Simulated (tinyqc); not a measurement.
Worked calculation: empirical pseudopotential in a few plane waves. One step of it, computed by the program tinyqc.

Problem. Levels at k. Diagonalise the Hermitian matrix.

H(k) at k (eV):
```
,+0+0+0,-1-1-1,-1-1+1,-1+1-1,-1+1+1,+1-1-1,+1-1+1,+1+1-1,+1+1+1,-2+0+0,+0-2+0,+0+0-2,+0+0+2,+0+2+0,+2+0+0
+0+0+0,1.630490,1.991480+0.885102i,-1.991480+0.885102i,-1.991480+0.885102i,-1.991480-0.885102i,-1.991480+0.885102i,-1.991480-0.885102i,-1.991480-0.885102i,1.991480-0.885102i,0.000000+0.557833i,0.000000+0.557833i,0.000000+0.557833i,0.000000-0.557833i,0.000000-0.557833i,0.000000-0.557833i
-1-1-1,1.991480-0.885102i,9.448276,0.000000-0.557833i,0.000000-0.557833i,-0.204085,0.000000-0.557833i,-0.204085,-0.204085,0.000000,-1.991480-0.885102i,-1.991480-0.885102i,-1.991480-0.885102i,-0.442551+0.240517i,-0.442551+0.240517i,-0.442551+0.240517i
-1-1+1,-1.991480-0.885102i,0.000000+0.557833i,20.157572,0.204085,0.000000-0.557833i,0.204085,0.000000-0.557833i,0.000000,-0.204085,-1.991480+0.885102i,-1.991480+0.885102i,0.442551+0.240517i,1.991480-0.885102i,-0.442551-0.240517i,-0.442551-0.240517i
-1+1-1,-1.991480-0.885102i,0.000000+0.557833i,0.204085,14.374552,0.000000-0.557833i,0.204085,0.000000,0.000000-0.557833i,-0.204085,-1.991480+0.885102i,0.442551+0.240517i,-1.991480+0.885102i,-0.442551-0.240517i,1.991480-0.885102i,-0.442551-0.240517i
-1+1+1,-1.991480+0.885102i,-0.204085,0.000000+0.557833i,0.000000+0.557833i,25.083848,0.000000,0.204085,0.204085,0.000000-0.557833i,1.991480+0.885102i,-0.442551+0.240517i,-0.442551+0.240517i,-1.991480-0.885102i,-1.991480-0.885102i,0.442551-0.240517i
+1-1-1,-1.991480-0.885102i,0.000000+0.557833i,0.204085,0.204085,0.000000,10.305020,0.000000-0.557833i,0.000000-0.557833i,-0.204085,0.442551+0.240517i,-1.991480+0.885102i,-1.991480+0.885102i,-0.442551-0.240517i,-0.442551-0.240517i,1.991480-0.885102i
+1-1+1,-1.991480+0.885102i,-0.204085,0.000000+0.557833i,0.000000,0.204085,0.000000+0.557833i,21.014316,0.204085,0.000000-0.557833i,-0.442551+0.240517i,1.991480+0.885102i,-0.442551+0.240517i,-1.991480-0.885102i,0.442551-0.240517i,-1.991480-0.885102i
+1+1-1,-1.991480+0.885102i,-0.204085,0.000000,0.000000+0.557833i,0.204085,0.000000+0.557833i,0.204085,15.231296,0.000000-0.557833i,-0.442551+0.240517i,-0.442551+0.240517i,1.991480+0.885102i,0.442551-0.240517i,-1.991480-0.885102i,-1.991480-0.885102i
+1+1+1,1.991480+0.885102i,0.000000,-0.204085,-0.204085,0.000000+0.557833i,-0.204085,0.000000+0.557833i,0.000000+0.557833i,25.940592,-0.442551-0.240517i,-0.442551-0.240517i,-0.442551-0.240517i,-1.991480+0.885102i,-1.991480+0.885102i,-1.991480+0.885102i
-2+0+0,0.000000-0.557833i,-1.991480+0.885102i,-1.991480-0.885102i,-1.991480-0.885102i,1.991480-0.885102i,0.442551-0.240517i,-0.442551-0.240517i,-0.442551-0.240517i,-0.442551+0.240517i,22.192338,0.204085,0.204085,-0.204085,-0.204085,0.000000
+0-2+0,0.000000-0.557833i,-1.991480+0.885102i,-1.991480-0.885102i,0.442551-0.240517i,-0.442551-0.240517i,-1.991480-0.885102i,1.991480-0.885102i,-0.442551-0.240517i,-0.442551+0.240517i,0.204085,18.122806,0.204085,-0.204085,0.000000,-0.204085
+0+0-2,0.000000-0.557833i,-1.991480+0.885102i,0.442551-0.240517i,-1.991480-0.885102i,-0.442551-0.240517i,-1.991480-0.885102i,-0.442551-0.240517i,1.991480-0.885102i,-0.442551+0.240517i,0.204085,0.204085,12.339786,0.000000,-0.204085,-0.204085
+0+0+2,0.000000+0.557833i,-0.442551-0.240517i,1.991480+0.885102i,-0.442551+0.240517i,-1.991480+0.885102i,-0.442551+0.240517i,-1.991480+0.885102i,0.442551+0.240517i,-1.991480-0.885102i,-0.204085,-0.204085,0.000000,33.758378,0.204085,0.204085
+0+2+0,0.000000+0.557833i,-0.442551-0.240517i,-0.442551+0.240517i,1.991480+0.885102i,-1.991480+0.885102i,-0.442551+0.240517i,0.442551+0.240517i,-1.991480+0.885102i,-1.991480-0.885102i,-0.204085,0.000000,-0.204085,0.204085,27.975358,0.204085
+2+0+0,0.000000+0.557833i,-0.442551-0.240517i,-0.442551+0.240517i,-0.442551+0.240517i,0.442551+0.240517i,1.991480+0.885102i,-1.991480+0.885102i,-1.991480+0.885102i,-1.991480-0.885102i,0.000000,-0.204085,-0.204085,0.204085,0.204085,23.905826
```

Give: eigenvalues.

Solution.

eigenvalues (eV): -1.411  7.391  9.692  11.006  14.890  16.161  17.088  19.300  20.813  23.016  24.390  25.389  27.875  30.254  35.628
